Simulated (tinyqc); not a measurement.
Inside a calculation: donors with valley-orbit split 1s states. Values are carried at full precision from step to step, so a last printed digit may differ when a step is redone from the rounded ones.

Each donor binds at most one electron, in any of its states. For a site s, W_s = sum over its states of g exp(E/kT), and the ionised share is 1/(1 + W_s exp(eta)), eta = (EF - Ec)/kT; n = Nc F_1/2(eta); neutrality n + NA = ND x (mean ionised share); holes are neglected. Nc from N = 2 (m kB T/(4 pi c))^(3/2) with c = hbar^2/2m0, in 1/angstrom^3; times 1e24 for 1/cm^3, m = md. F_j(eta) = (1/Gamma(j + 1)) integral_0^infinity x^j dx/(1 + exp(x - eta)), which tends to exp(eta) for eta << 0.

Constants: hbar^2/2m0 = 3.80998211 eV angstrom^2; kB = 8.617333262e-05 eV/K.

Parameters, chosen for this exercise (near those of Sb in Si; shifted at random, so the results belong to these values and not to a real crystal):
```
symbol  value               unit        meaning
md      1.039               m0          density-of-states mass of the conduction band
E       (44.4, 34.4, 32.4)  meV         binding energies of 1s(A1), 1s(T2), 1s(E)
g       (2, 6, 4)                       their degeneracies with spin
T       350                 K
ND      1.7e+16             1/cm^3      donors
NA      0                   1/cm^3      compensating acceptors, all ionised
mu0     59                  cm^2/(V s)  mobility at heavy doping
mu1     1363                cm^2/(V s)  mobility at light doping and 300 K
Nr      1.1e+17             1/cm^3      reference doping
de      0.72                            doping exponent
ga      2.3                             temperature exponent
```

## Partition sums of the neutral donor

Give each term g exp(E/kT), W_s, and the effective degeneracy W_s exp(-E_ground/kT).

Nc = 3.3490e+19 1/cm^3

terms: 1s(A1) 8.717, 1s(T2) 18.77, 1s(E) 11.71

W_s: donor 39.199

effective degeneracy: donor 8.994

The ground state alone would give 2 and all states together 12; here the excited states hold 78 % of the bound electrons.

## Neutrality

Solve for eta.

eta = -7.605
n = 1.67e+16 1/cm^3

ionised share: donor 0.981

n is 0.981 of ND - NA.

## Mobility and resistivity

Mobility (Caughey-Thomas form): mu = mu0 + (mu1 (T/300)^(-ga) - mu0)/(1 + ((ND + NA)/Nr)^de); rho = 1/(e n mu), e = 1.602176634e-19 C.

Compare with full ionisation, n = ND - NA.

mu = 770.6 cm^2/(V s)
rho = 0.486 ohm cm
rho at full ionisation = 0.476 ohm cm

Incomplete ionisation raises rho by a factor 1.02.

## Checks

- n at ND = 1e13 1/cm^3 against the root of n^2 = (Nc/W)(ND - n) (1/cm^3): both 1.000e+13.

(tinyqc, `OMP_NUM_THREADS=1 python tinyqc.py 1651964 1651965 out.jsonl`, Intel(R) Xeon(R) Processor @ 2.30GHz, 1 thread, shared host, about 0.01 s.)
